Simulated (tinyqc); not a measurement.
## Deep-level transient spectroscopy: the DLTS spectrum

Schottky contact on an n-type layer with shallow donors Nd (all ionised) and a donor-like deep trap, neutral when filled and positive when empty; depletion approximation. Traps within lam of the depletion edge stay filled. A long pulse to Vp fills the traps beyond x1 = Wp - lam; back at Vr those between x1 and x2 = Wr - lam emit. A rate window reads S = C(t2) - C(t1).

Emission rate en = sn vth(T) Nc(T) exp(-Et/kB T) = sn g T^2 exp(-Et/kB T), g = vth Nc/(300 K)^2, as vth goes as T^0.5 and Nc as T^1.5 (degeneracy factor 1). lam = sqrt(2 eps0 eps_r (EF - ET)/(q Nd)), EF - ET = Et - (kB T/q) ln(Nc(T)/Nd), Nc(T) = Nc (T/300 K)^1.5. In the steady state at the band bending V, 2 eps0 eps_r V/q = Nd W^2 + Nt (W - lam)^2 (the second term only if W > lam). W(t)^2 = Wr^2 + (Nt/Nd)(x2^2 - x1^2) exp(-en t), C = eps0 eps_r/W; for small Nt, dC/C = -(Nt/2 Nd) G exp(-en t) with G = (x2^2 - x1^2)/Wr^2. For an exponential transient S peaks where en = ew = ln(t2/t1)/(t2 - t1).

Parameters, values chosen for the exercise; material values close to those of germanium:
- eps_r = 15.8 (relative permittivity)
- Nc = 1.04e19 cm^-3 (conduction-band density of states at 300 K)
- vth = 3.3e7 cm/s (thermal velocity at 300 K)
- Nd = 5.8e16 cm^-3 (shallow donor density)
- Vbi = 0.44 V (built-in voltage)
- Et = 0.23 eV (depth of the trap below the conduction edge)
- sn = 2.5e-16 cm^2 (capture cross-section)
- Nt = 3e15 cm^-3 (trap density)
- Vr = 9.8 V (reverse bias)
- Vp = 0 V (reverse bias during the filling pulse)
- t1 = 0.5 ms (first sampling time)
- t2 = 1 ms (second sampling time)

Constants: q = 1.602176634e-19 C, kB = 1.380649e-23 J/K, eps0 = 8.8541878128e-14 F/cm where lengths are in cm. Results are converted to the units shown.

The DLTS spectrum:
```
T (K)  en (1/s)  S (pF/cm^2)
134      38.290       8.6535
140      98.144       21.305
145      203.17       41.010
150      401.58       70.528
155      761.25       103.71
161      1560.3       120.94
166      2733.0       93.667
171      4640.7       44.038
176      7659.4       10.610
182       13503      0.58500
187       21099     0.013156
192       32256    4.9823e-5
```

Read the table: what changes, and by how much?

S goes from 8.65 through a maximum of 121 (at T = 161 K among the rows listed) to 4.98e-5 pF/cm^2; en equals ew = 1390 1/s at 160.0 K. Colder, the trap has hardly emitted by t2; warmer, it is empty before t1. Rows above half of the largest S span 150 to 166 K.

Numbers from tinyqc (`OMP_NUM_THREADS=1 python tinyqc.py 2050091 2050092 out.jsonl`; about 0.01 s on one thread of a shared Intel Xeon 2.30GHz).
